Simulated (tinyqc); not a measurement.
Inside a calculation. Method: Luttinger-Kohn k.p, four valence bands. One step of it, computed by the program tinyqc.

Task: Bloch Hamiltonian at k. P = c g1 k^2, Q = c g2 (kx^2 + ky^2 - 2 kz^2), R = c sqrt3 [-g2 (kx^2 - ky^2) + 2i g3 kx ky], S = 2 c sqrt3 g3 (kx - i ky) kz, c = hbar^2/2m = 3.809982 eV angstrom^2; rows [P+Q, -S, R, 0], [-S*, P-Q, 0, R], [R*, 0, P-Q, S], [0, R*, S*, P+Q]. The path ends lie at |k| = 0.03 1/angstrom.

Luttinger parameters chosen for this model; energies are counted downward from the top of the valence band:
```
parameter     value  unit
g1         9.830000
g2         0.930000
g3         1.580000
```

k point k (1/angstrom): [-0.015000, 0.026000, -0.009000]

Give: H(k) at k.

Result:

H(k) at k (eV), order 3/2, 1/2, -1/2, -3/2:
$$\begin{pmatrix}
0.039 & -0.003-0.005i & 0.003-0.008i & 0.000 \\
-0.003+0.005i & 0.034 & 0.000 & 0.003-0.008i \\
0.003+0.008i & 0.000 & 0.034 & 0.003+0.005i \\
0.000 & 0.003+0.008i & 0.003-0.005i & 0.039
\end{pmatrix}$$
